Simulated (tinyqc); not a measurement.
Changing the starting silicon radius a0: oxidation of curved silicon (wires and holes): cylindrical Deal-Grove kinetics with stress-retarded reaction. Computed by tinyqc, a small Python program. Command: `OMP_NUM_THREADS=1 python tinyqc.py 3004588 3004589 out.jsonl wireox sweep`. One thread of a shared host (Intel(R) Xeon(R) Processor @ 2.30GHz), about 0.02 s of CPU time with the checks.

Silicon fills r < a and oxide a < r < b. One volume of silicon gives 2.25 volumes of oxide, and the length is fixed.

Inputs (values chosen for the exercise, close to those used for silicon in dry oxygen):

| quantity | value | unit |
|---|---|---|
| prefactor B0 | 742 | um^2/h |
| activation energy E_B | 1.23 | eV |
| prefactor (B/A)0 | 5.15e+06 | um/h |
| activation energy E_A | 2 | eV |
| starting oxide x_i | 2 | nm |
| viscosity prefactor eta0 | 8.9e-09 | Pa s |
| viscosity energy E_eta | 5.62 | eV |
| critical shear stress s_c | 100 | MPa |
| activation volume V_k | 10 | angstrom^3 |
| temperature T | 850 | C |
| time t | 0.22 | h |

Shape: wire (convex).

Constants: k_B = 8.617333262e-05 eV/K.

Method:
- B = B0 exp(-E_B/(k_B T)), B/A = (B/A)0 exp(-E_A/(k_B T)), eta = eta0 exp(E_eta/(k_B T)); 1 um = 1000 nm.
- Temperatures in kelvin are T(C) + 273.15.
- Geometry: b^2 = b0^2 + 1.25 (a0^2 - a^2), b0 = a0 + x_i.
- Rate of oxide made per interface area: q = 1/[1/k + 2 a |ln(b/a)|/B], and |da/dt| = q/2.25. Reaction k = (B/A) exp(-sigma V_k/(k_B T)). New oxide pushes the old with radial speed u = 1.25 |da/dt| at r = a; the shear stress at radius r is s_c asinh(z a^2/r^2), z = 2 eta u/(a s_c) (Eyring flow), and the compressive normal stress at the interface is sigma = |int_a^b 2 s/r dr| = s_c |F(z) - F(z a^2/b^2)|, F(y) = int_0^y asinh(w)/w dw. q and sigma are solved together. 1 MPa angstrom^3 = 6.241509e-6 eV.
- Integrate da/dt adaptively (tolerance 1e-8); a wire counts as consumed at a = 0.5 nm and a hole as closed at b = 0.5 nm. Planar reference: x^2 + A x = B t + x_i^2 + A x_i, A = B/(B/A).

One run for each value:

| starting silicon radius a0 (nm) | ratio to the planar thickness | oxide thickness (nm) | normal stress at time t (MPa) |
|---|---|---|---|
| 5.0 | 0.79170 | 2.5231 | 1090.6 |
| 9.7 | 0.85956 | 2.7394 | 643.7 |
| 19.0 | 0.91576 | 2.9185 | 353.7 |
| 36.0 | 0.95209 | 3.0342 | 190.6 |
| 69.0 | 0.97440 | 3.1053 | 98.1 |
| 130.0 | 0.98651 | 3.1439 | 50.3 |
| 260.0 | 0.99344 | 3.1660 | 23.8 |
| 500.0 | 0.99672 | 3.1765 | 11.6 |

Over the rows, ratio to the planar thickness rises from 0.792 to 0.997 (exponent d ln y / d ln x 0.12 between the first rows and 0.0050 between the last); oxide thickness (nm) rises from 2.52 to 3.18 (exponent d ln y / d ln x 0.12 between the first rows and 0.0050 between the last); normal stress at time t (MPa) falls from 1090 to 11.6 (exponent d ln y / d ln x -0.80 between the first rows and -1.1 between the last). Curvature effects scale with thickness over radius and fade for large a0.

Caution (all rows): planar dry oxides this thin grow faster than Deal-Grove predicts. Caution (all rows): the oxide is taken as a purely viscous fluid in steady flow; elasticity, stress-dependent diffusion and thin-oxide enhancement are left out.
